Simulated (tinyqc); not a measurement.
# Surface potential of a MOS transistor: implicit equation and explicit approximations: two studies

p-type body, charge-sheet picture, depletion and inversion only, full ionisation (an idealisation for deep acceptors), Boltzmann statistics (rough once Na exp(x - xn) passes about Nc/7). In units of Vt: xg = (Vg - Vfb)/Vt, x = psi/Vt, G = gamma/sqrt(Vt), xn = (2 phiF + Vc)/Vt. The implicit equation is (xg - x)^2 = G^2 [x - 1 + exp(x - xn)] for x above about 3. Cox = eps0 eox/tox.

Parameters, values chosen for the exercise; band and dielectric values close to those of silicon: temperature T = 250 K; band gap Eg = 1.11 eV; relative permittivity eps_r = 11.6; conduction-band density of states at T Nc = 2.09e19 cm^-3; valence-band density of states at T Nv = 1.98e19 cm^-3; relative permittivity of the gate insulator (close to silicon dioxide) eox = 3.9; insulator thickness tox = 8.7 nm; acceptor density Na = 1.1e18 cm^-3; flat-band voltage Vfb = -0.59 V; channel-body voltage Vc = 0.5 V; gate-body voltage Vg = 2.63 V.

Constants: q = 1.602176634e-19 C, kB = 1.380649e-23 J/K, Vt = kB T/q, eps0 = 8.8541878128e-14 F/cm where lengths are in cm. Results are converted to the units shown.

Each table varies one quantity; the others keep the values above.

## Accuracy of the approximations against gate voltage

ni = sqrt(Nc Nv) exp(-Eg/(2 Vt)), Eg in volts; phiF = Vt ln(Na/ni); gamma = sqrt(2 q eps0 eps_r Na)/Cox; VT = Vfb + Vt (xn + G sqrt(xn - 1)). Depletion value a = 1 + [sqrt(G^2/4 + xg - 1) - G/2]^2; inversion value b = xn + ln[(xg - xn)^2/G^2 - xn + 1] and first guess y = min(a, b) - ln(1 + exp(-|a - b|)) if a > xn + 1, else b = y = a; one second-order correction with D = exp(y - xn), p = 2 (xg - y) + G^2 (1 + D), w = (xg - y)^2 - G^2 (y - 1 + D): z = y + 2 w/(p + sqrt(p^2 - 2 (2 - G^2 D) w)), or the Newton step z = y + w/p where the root is not real. N_inv = (Cox Vt G/q) [sqrt(x - 1 + exp(x - xn)) - sqrt(x - 1)] at the root. Lambert form (Cox m Vt/q) W0[(G/(2 m sqrt(xn - 1))) exp((Vg - VT)/(m Vt))], m = 1 + G/(2 sqrt(xn - 1)). Errors under 1e-4 mV, and the linear form below VT, are printed as 0.

Accuracy of the approximations against gate voltage:
```
Vg (V)  psi (V)   x - xn  error of y (mV)  error of z (mV)  N_inv (cm^-2)  Cox (Vg - VT)/q (cm^-2)  Lambert form (cm^-2)
2.33      1.244   -11.16          1.25e-4                0        5.227e5                        0               3.941e5
2.53      1.364   -5.597           0.0316                0        1.295e8                        0               1.184e8
2.73      1.479  -0.2381             6.53          -0.0297       2.633e10                  5.655e9              2.635e10
2.93      1.533    2.261             9.78           -0.419       3.055e11                 5.011e11              3.083e11
3.13      1.553    3.171             7.06           -0.154       7.225e11                 9.966e11              7.290e11
3.33      1.564    3.702             5.35          -0.0639       1.172e12                 1.492e12              1.183e12
3.53      1.572    4.080             4.36          -0.0338       1.635e12                 1.988e12              1.649e12
3.73      1.579    4.376             3.72          -0.0206       2.105e12                 2.483e12              2.123e12
3.93      1.584    4.621             3.27          -0.0137       2.580e12                 2.978e12              2.600e12
```

What does the comparison show?

psi rises from 1.24 to 1.58 V and ends 4.6 Vt above 2 phiF + Vc. Among the rows the first guess is off by at most 9.8 mV (at Vg = 2.93 V) and the corrected value by at most 0.42 mV. In the last row the linear form is 15 % above N_inv and the Lambert form 0.80 % above it; in the first row the Lambert form is 25 % below it. For Vg = 2.93, 3.13, 3.33, 3.53, 3.73, 3.93 the electron quasi-Fermi level lies less than 2 Vt below the band edge at the surface, or above it, where degeneracy and confinement, left out, matter.

## Effect of the acceptor density at fixed gate voltage

Same model as above.

Vfb is held fixed.

Results:
```
Na (cm^-3)  psi (V)  x - xn  error of y (mV)  error of z (mV)  N_inv (cm^-2)  Cox (Vg - VT)/q (cm^-2)  Lambert form (cm^-2)
3.7e16        1.499   7.445             4.06          -0.0275       3.428e12                 3.872e12              3.495e12
1.5e17        1.525   5.874             3.96          -0.0253       2.499e12                 2.885e12              2.535e12
3e17          1.535   4.942             4.48          -0.0370       1.762e12                 2.112e12              1.785e12
6.1e17        1.534   3.505             7.10           -0.159       7.361e11                 1.010e12              7.441e11
1.2e18        1.377  -5.167           0.0497                0        2.069e8                        0               1.911e8
```

Estimate the missing row, Na = 7.4e16 cm^-3.

Computed row:
```
Na (cm^-3)  psi (V)  x - xn  error of y (mV)  error of z (mV)  N_inv (cm^-2)  Cox (Vg - VT)/q (cm^-2)  Lambert form (cm^-2)
7.4e16        1.512   6.693             3.92          -0.0245       3.042e12                 3.458e12              3.094e12
```

With this row back in the table: As Na goes from 3.7e16 to 1.2e18, psi goes from 1.50 through a maximum of 1.53 (at Na = 3e17 among the rows listed) to 1.38 V, x - xn falls from 7.44 to -5.17 and N_inv falls from 3.43e12 to 2.07e8 cm^-2. The Lambert form lies between 0.924 and 1.02 times N_inv. For Na = 3.7e16, 7.4e16, 1.5e17, 3e17, 6.1e17 the electron quasi-Fermi level lies less than 2 Vt below the band edge at the surface, or above it, where degeneracy and confinement, left out, matter.

Program tinyqc, `OMP_NUM_THREADS=1 python tinyqc.py 2122075 2122076 out.jsonl`; Intel Xeon 2.30GHz, shared host, one thread, about 0.01 s.
